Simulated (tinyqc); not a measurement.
The 3-omega method: a line heater on a substrate with a thin film: one step, computed by the program tinyqc. Command: `OMP_NUM_THREADS=1 python tinyqc.py 3004936 3004937 out.jsonl threeomega walk`. One thread of a shared host (Intel(R) Xeon(R) Processor @ 2.30GHz), about 0.01 s of CPU time with the checks.

A current at angular frequency omega = 2 pi f heats the line at 2 omega with the amplitude P per length; the temperature swing Delta T at 2 omega gives a voltage at 3 omega. The substrate is taken as semi-infinite and isotropic, and the heat capacity of heater and film is left out.

Question. The film adds a constant step. One-dimensional flow across the film: Delta T_f = P (t/kappa_f + R_i)/(2 b); total in-phase swing Delta T = Delta T_s + Delta T_f; third-harmonic amplitude V_3 = V_1 beta |Delta T|/2 with the out-of-phase part included; the apparent film conductivity is t/(t/kappa_f + R_i).

Inputs (values chosen for the exercise, modelled on alumina on sapphire):
```
quantity,value,unit
heater half-width b,8.3,micrometre
power amplitude per length P,5,W/m
film thickness t,200,nm
film conductivity kappa_f,1.9,W/(m K)
interface resistance R_i,16,m^2 K/GW
temperature coefficient of resistance beta,3.4,1e-3/K
voltage amplitude V_1,0.46,V
```

in-phase Delta T_s = 0.1177971 K

out-of-phase Delta T_s = -0.03375087 K

Give: Delta T_f; total in-phase swing; V_3; apparent film conductivity; film share of the in-phase swing.

Answer.

Delta T_f = 0.03653 K

total in-phase swing = 0.1543 K

V_3 = 0.1235 mV

apparent film conductivity = 1.649 W/(m K)

film share of the in-phase swing = 0.2367

The interface lowers the apparent conductivity by 13 %. The film gives a large part of the signal.
